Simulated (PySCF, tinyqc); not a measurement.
Inside a calculation. Method: RHF in the 6-311g basis, for H2, spin multiplicity 1. The lowest restricted solution is unstable here: a spin-polarised one lies 0.0018 hartree lower (PySCF). One step of it, computed by the program tinyqc.

Question. Iteration 2: diagonalisation and new density. Diagonalise F' = X^T F X, C = X C', fill 1 alpha and 1 beta electrons from the bottom; D = 2 C_occ C_occ^T. Each column has its largest component positive (the first on a tie).

Fock matrix F (hartree), lower triangle:
```
,1H 1s,1H 2s,1H 3s,2H 1s,2H 2s,2H 3s
1H 1s,0.697013
1H 2s,-0.306256,-0.226067
1H 3s,-0.388071,-0.327511,-0.266873
2H 1s,-0.188521,-0.295348,-0.306452,0.697013
2H 2s,-0.295348,-0.348628,-0.335819,-0.306256,-0.226067
2H 3s,-0.306452,-0.335819,-0.293658,-0.388071,-0.327511,-0.266873
```

X, lower triangle:
```
,1H 1s,1H 2s,1H 3s,2H 1s,2H 2s,2H 3s
1H 1s,1.372889
1H 2s,-0.745350,2.116208
1H 3s,0.204779,-1.009395,2.066956
2H 1s,0.024785,0.036175,-0.056025,1.372889
2H 2s,0.036175,-0.235799,0.186859,-0.745350,2.116208
2H 3s,-0.056025,0.186859,-0.833815,0.204779,-1.009395,2.066956
```

Give: F' = X^T F X; orbital energies; coefficients C; D after iteration 2.

Answer.

F' = X^T F X (hartree), lower triangle:
```
,1,2,3,4,5,6
1,1.6920
2,-1.1501,0.8943
3,-0.0043,-0.3830,0.1474
4,0.0437,-0.1034,-0.1241,1.6920
5,-0.1034,-0.2037,-0.0270,-1.1501,0.8943
6,-0.1241,-0.0270,-0.1393,-0.0043,-0.3830,0.1474
```

orbital energies (hartree): MO1 -0.4897, MO2 0.0584, MO3 0.3472, MO4 0.4746, MO5 2.4999, MO6 2.5770

coefficients C:
```
,MO1,MO2,MO3,MO4,MO5,MO6
1H 1s,0.1400,0.1273,0.0491,-0.0999,-1.1054,-1.1033
1H 2s,0.2914,0.1655,0.9290,-1.1366,1.5708,1.1873
1H 3s,0.2224,1.0841,-0.9239,1.6954,-0.9525,-0.4546
2H 1s,0.1400,-0.1273,0.0491,0.0999,1.1054,-1.1033
2H 2s,0.2914,-0.1655,0.9290,1.1366,-1.5708,1.1873
2H 3s,0.2224,-1.0841,-0.9239,-1.6954,0.9525,-0.4546
```

D after iteration 2, lower triangle:
```
,1H 1s,1H 2s,1H 3s,2H 1s,2H 2s,2H 3s
1H 1s,0.0392
1H 2s,0.0816,0.1698
1H 3s,0.0623,0.1296,0.0989
2H 1s,0.0392,0.0816,0.0623,0.0392
2H 2s,0.0816,0.1698,0.1296,0.0816,0.1698
2H 3s,0.0623,0.1296,0.0989,0.0623,0.1296,0.0989
```
